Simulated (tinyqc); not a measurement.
From results to parameters: Luttinger model of the valence bands. Computed by the program tinyqc.

Problem. In the four-band Luttinger model 1/m = g1 -/+ 2 g2 along [100] and g1 -/+ 2 g3 along [111]. Find g1, g2, g3 and the light hole mass along [111].

heavy and light hole masses along [100] (electron masses): 0.343643  0.112233
heavy hole mass along [111] = 1.449275 electron masses

Solution. The mean of the two inverse masses along [100] is g1 and a quarter of their difference is g2; g3 = (g1 - 1/m_hh[111])/2.

g1, g2, g3: 5.9100  1.5000  2.6100
light hole mass along [111] = 0.0898 electron masses
